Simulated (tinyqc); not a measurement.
# Free and trapped electrons in a MOS channel with a dense trap tail: effects of single changes

p-type body, charge-sheet picture, full ionisation (an idealisation for deep acceptors), Boltzmann statistics for free electrons. e = Ec - EF at the surface. Acceptor-like traps of density D(E) = D0 + De exp(-E/Ew) at depth E below Ec, from 0 to Eu, hold n_t = integral of D(E)/(1 + exp((e - E)/Vt)). psi = Eg - Vt ln(Nv/Na) - e; N_dep = sqrt(2 eps0 eps_r Na (psi - Vt)/q); n_f = sqrt(N_dep^2 + 2 eps0 eps_r Vt Nc exp(-e/Vt)/q) - N_dep; Vg = Vfb + psi + q (N_dep + n_t + n_f)/Cox, Cox = eps0 eox/tox.

Inputs (values chosen for the exercise); band and dielectric values close to those of 4H silicon carbide: temperature T = 400 K; band gap Eg = 3.22 eV; relative permittivity eps_r = 9.83; conduction-band density of states at T Nc = 2.62e19 cm^-3; valence-band density of states at T Nv = 3.91e19 cm^-3; relative permittivity of the insulator eox = 3.9; insulator thickness tox = 55 nm; acceptor density Na = 7.6e16 cm^-3; flat-band voltage without trapped charge Vfb = -2.48 V; constant background density of acceptor-like traps D0 = 3e11 cm^-2 eV^-1; density of the tail at the conduction edge De = 3.9e12 cm^-2 eV^-1; decay energy of the tail Ew = 0.13 eV; depth below Ec down to which the traps reach Eu = 0.63 eV; mobility of free electrons mf = 130 cm^2/(V s).

Constants: q = 1.602176634e-19 C, kB = 1.380649e-23 J/K, Vt = kB T/q, eps0 = 8.8541878128e-14 F/cm where lengths are in cm. Results are converted to the units shown.

Each table varies one quantity; the others keep the values above.

## Free and trapped charge against gate voltage

Free share n_f/(n_f + n_t); swing ln 10 n_f/(dn_f/dVg); field-effect mobility mf q (dn_f/dVg)/Cox, for a constant mf; oxide field q (N_dep + n_t + n_f)/(eps0 eox).

Free and trapped charge against gate voltage:

| Vg (V) | e (eV) | n_f (cm^-2) | n_t (cm^-2) | free share (%) | swing (mV/decade) | field-effect mobility (cm^2/(V s)) | oxide field (MV/cm) |
|---|---|---|---|---|---|---|---|
| 3.7 | 0.5337 | 6.521e5 | 3.497e10 | 0.001865 | 211.5 | 0.002356 | 0.6743 |
| 4.9 | 0.1895 | 1.321e10 | 2.602e11 | 4.829 | 479.5 | 21.04 | 0.8299 |
| 6 | 0.09110 | 2.118e11 | 4.275e11 | 33.13 | 1843 | 87.78 | 1.012 |
| 7.1 | 0.05530 | 5.413e11 | 5.055e11 | 51.71 | 3850 | 107.4 | 1.206 |
| 8.2 | 0.03388 | 9.121e11 | 5.517e11 | 62.31 | 6042 | 115.3 | 1.402 |
| 9.3 | 0.01836 | 1.302e12 | 5.826e11 | 69.09 | 8319 | 119.6 | 1.599 |
| 10.4 | 0.006062 | 1.703e12 | 6.045e11 | 73.80 | 1.065e4 | 122.2 | 1.797 |
| 11.6 | -0.005028 | 2.149e12 | 6.219e11 | 77.55 | 1.323e4 | 124.1 | 2.013 |
| 12.7 | -0.01372 | 2.562e12 | 6.338e11 | 80.17 | 1.563e4 | 125.3 | 2.211 |

n_f reaches 1e11 cm^-2 at Vg = 5.53 V, against 4.58 V without traps. The free share rises from 0.00186 to 80.2 % and the field-effect mobility rises from 0.00236 to 125 cm^2/(V s), although mf = 130 is constant: in the last row 96.4 % of Cox dVg goes into free electrons. The swing in the first row is 211 mV a decade (Vt ln 10 = 79.4). For Vg = 7.1, 8.2, 9.3, 10.4, 11.6, 12.7 EF lies less than 2 Vt below the band edge, or above it, where degeneracy and confinement, left out, matter.

## Effect of the density of the tail at the conduction edge

VT is the Vg for n_f = 1e11 cm^-2; swing ln 10 n_f/(dn_f/dVg) at n_f = 1e8 cm^-2; the last three columns are for Vg = VT + 4.4 V, with free share n_f/(n_f + n_t) and field-effect mobility mf q (dn_f/dVg)/Cox; there EF is near the band edge, where Boltzmann statistics are rough.

Result of one run:

| De (cm^-2 eV^-1) | e at VT (eV) | VT (V) | q n_t/Cox at VT (V) | swing (mV/decade) | n_f (cm^-2) | free share (%) | field-effect mobility (cm^2/(V s)) |
|---|---|---|---|---|---|---|---|
| 2e13 | 0.1183 | 7.846 | 3.268 | 488.8 | 9.341e11 | 30.64 | 88.22 |

What becomes of these results when the density of the tail at the conduction edge De is changed from 2e13 to 2e12 cm^-2 eV^-1, all else the same?

Result of the changed run:

| De (cm^-2 eV^-1) | e at VT (eV) | VT (V) | q n_t/Cox at VT (V) | swing (mV/decade) | n_f (cm^-2) | free share (%) | field-effect mobility (cm^2/(V s)) |
|---|---|---|---|---|---|---|---|
| 2e12 | 0.1183 | 5.256 | 0.6786 | 227.9 | 1.622e12 | 80.38 | 124.2 |

The whole series:

| De (cm^-2 eV^-1) | e at VT (eV) | VT (V) | q n_t/Cox at VT (V) | swing (mV/decade) | n_f (cm^-2) | free share (%) | field-effect mobility (cm^2/(V s)) |
|---|---|---|---|---|---|---|---|
| 1e12 | 0.1183 | 5.113 | 0.5348 | 213.4 | 1.671e12 | 85.26 | 125.7 |
| 2e12 | 0.1183 | 5.256 | 0.6786 | 227.9 | 1.622e12 | 80.38 | 124.2 |
| 5e12 | 0.1183 | 5.688 | 1.110 | 271.4 | 1.480e12 | 67.58 | 119.3 |
| 1e13 | 0.1183 | 6.407 | 1.830 | 343.9 | 1.267e12 | 51.18 | 109.8 |
| 2e13 | 0.1183 | 7.846 | 3.268 | 488.8 | 9.341e11 | 30.64 | 88.22 |
| 4e13 | 0.1183 | 10.72 | 6.146 | 778.6 | 5.584e11 | 13.33 | 52.05 |
| 9e13 | 0.1183 | 17.92 | 13.34 | 1503 | 2.781e11 | 3.957 | 18.58 |
| 2e14 | 0.1183 | 33.74 | 29.17 | 3097 | 1.692e11 | 1.278 | 6.290 |

As De goes from 1e12 to 2e14, VT rises from 5.11 to 33.7 V, its part due to traps rises from 0.535 to 29.2 V, the swing rises from 213 to 3100 mV/decade and the field-effect mobility falls from 126 to 6.29 cm^2/(V s).

tinyqc, about 0.02 s, one thread, Intel Xeon 2.30GHz (shared host): `OMP_NUM_THREADS=1 python tinyqc.py 2222173 2222174 out.jsonl`
